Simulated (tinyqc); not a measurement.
Where a trap does most harm: tunnelling through a thin dielectric with one trap, as a tight-binding chain.

Hopping -t everywhere, t = c/(m a^2), c = hbar^2/2m0; lead sites at 2t (band bottom 0), barrier sites 1 to N at 2t + phi, and site j has U besides. No voltage. Leads give S = -t exp(ika) on sites 1 and N, cos(ka) = 1 - E/(2t). T = (2 t sin(ka))^2 |G_1N|^2, G = (E - H - S)^-1. In the barrier cosh(q a) = 1 + (phi - E)/(2t).

Resonance: the lowest eigenvalue of H + S(E), iterated until its real part equals E (40 rounds from Eb = phi + 2t - sqrt(4t^2 + U^2), the level in an endless barrier). With v the normalised squared amplitudes of that state, Gamma_L = 2 t sin(ka) v_1, Gamma_R = 2 t sin(ka) v_N; Breit-Wigner T = Gamma_L Gamma_R/((E - Er)^2 + (Gamma_L + Gamma_R)^2/4).

Constants: hbar^2/2m0 = 3.80998211 eV angstrom^2.

Inputs chosen for the exercise (barrier and mass of the size used for Si3N4 on silicon; not measured data):

| symbol | value | unit | meaning |
|---|---|---|---|
| a | 3 | angstrom | site spacing |
| m | 0.46 | m0 | mass, the same in leads and barrier |
| phi | 1.98 | eV | conduction edge of the barrier above that of the leads |
| N | 10 |  | barrier sites |
| U | -2.65 | eV | extra energy on the trap site |

The trap is moved through the barrier. The area under the resonance, 2 pi Gamma_L Gamma_R/(Gamma_L + Gamma_R), sets the current through it.

Against position:

| j | Er (eV) | Gamma_L (meV) | Gamma_R (meV) | peak | area (meV) |
|---|---|---|---|---|---|
| 3 | 0.5929 | 12.9 | 0.000117 | 3.62e-05 | 0.000733 |
| 4 | 0.5940 | 1.27 | 0.00120 | 0.00377 | 0.00751 |
| 5 | 0.5941 | 0.124 | 0.0122 | 0.325 | 0.0698 |
| 6 | 0.5941 | 0.0122 | 0.124 | 0.325 | 0.0698 |
| 7 | 0.5940 | 0.00120 | 1.27 | 0.00377 | 0.00751 |
| 8 | 0.5929 | 0.000117 | 12.9 | 3.62e-05 | 0.000733 |

What can be read from this table?

The area is largest at j = 5 and 6 (0.0698 meV) and 95.2 times smaller at j = 3: the slower of the two steps limits the current, so traps in the middle carry most. Each site towards a lead multiplies its width by about 10.19, close to exp(2 q a) = 10.19 at Eb.

tinyqc: `OMP_NUM_THREADS=1 python tinyqc.py 1450064 1450065 out.jsonl`; about 0.05 s, one thread, shared Intel(R) Xeon(R) Processor @ 2.30GHz.
